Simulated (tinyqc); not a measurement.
Thin film between two gates, subbands and threshold shift from confinement: one step of the calculation.

Undoped body with a flat potential across it, hard walls, transport along x. Three valley pairs (g = 2 each) with the longitudinal mass along x, y or z. Non-parabolicity enters the subband edges through E (1 + al E) = gamma, so E = 2 gamma/(1 + sqrt(1 + 4 al gamma)); motion within a subband is taken as parabolic with the band-edge mass. Energies are counted from the bulk band edge.

Question. Lowest subbands. gamma = C (pi k/(t + dl))^2/mz, C = hbar^2/(2 m0). List the 6 lowest, labelled by valley axis and quantum numbers, with degeneracy g and N_k: N_k = g sqrt(mx my) m0 kB T/(pi hbar^2).

Inputs (values chosen for the exercise); masses close to those of silicon:
```
symbol  value  unit                                                meaning
T         400     K                                            temperature
ml       0.91    m0                                      longitudinal mass
mt      0.192    m0                                        transverse mass
al        0.5  1/eV                                       non-parabolicity
t         9.4    nm                               film thickness (along z)
dl        0.3    nm  widening of the box by penetration into the insulator
```

Constants: q = 1.602176634e-19 C, kB = 1.380649e-23 J/K, hbar = 1.054571817e-34 J s, m0 = 9.1093837015e-31 kg, Vt = kB T/q, hbar^2/(2 m0) = 0.0380998212 eV nm^2. Results are converted to the units shown.

Wanted: E_k; g; N_k.

Answer.

| subband | E_k (eV) | g | N_k (cm^-2) |
|---|---|---|---|
| z1 | 0.004382 | 2 | 5.529e12 |
| z2 | 0.01742 | 2 | 5.529e12 |
| x1 | 0.02060 | 2 | 1.204e13 |
| y1 | 0.02060 | 2 | 1.204e13 |
| z3 | 0.03877 | 2 | 5.529e12 |
| z4 | 0.06796 | 2 | 5.529e12 |

tinyqc, about 0.06 s, one thread, Intel Xeon 2.30GHz (shared host): `OMP_NUM_THREADS=1 python tinyqc.py 2350025 2350026 out.jsonl`
